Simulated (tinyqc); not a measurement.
Microkinetic model of a Langmuir-Hinshelwood surface reaction A + (1/2) B2 = AB with Bronsted-Evans-Polanyi barriers: one step, computed by the program tinyqc.

A adsorbs in equilibrium; B2 dissociates irreversibly on two free sites; adsorbed A and B react irreversibly and AB leaves at once. theta_A + theta_B + theta_* = 1.

Task: Constants. K_A = exp(-(E_A + T S_A)/(k_B T)) per bar; barriers E1 = max(b1 + a1 2 E_B, 0), E2 = b2 - a2 (E_A + E_B); k1 = (k_B T/h) exp(-S_B/k_B) exp(-E1/(k_B T)) per bar, k2 = (k_B T/h) exp(-E2/(k_B T)), h = 2 pi hbar.

Inputs (values chosen for the exercise, for a model catalyst): adsorption energy of A, E_A = -1.09 eV; adsorption energy per B atom, E_B = -0.958 eV; entropy loss of A, S_A = 1.6 meV/K; entropy loss of B2, S_B = 1.5 meV/K; slope a1 of the dissociation barrier = 0.72; intercept b1 = 1.6 eV; slope a2 of the reaction barrier = 0.38; intercept b2 = 0.34 eV; temperature T = 825 K.

Constants: k_B = 8.617333262e-05 eV/K; hbar = 6.582119569e-16 eV s.

Give: barrier E1; barrier E2; K_A; k1; k2.

Result:

barrier E1 = 0.22048 eV

barrier E2 = 1.11824 eV

K_A = 0.03935 1/bar

k1 = 21318 1/(bar s)

k2 = 2.536e+06 1/s
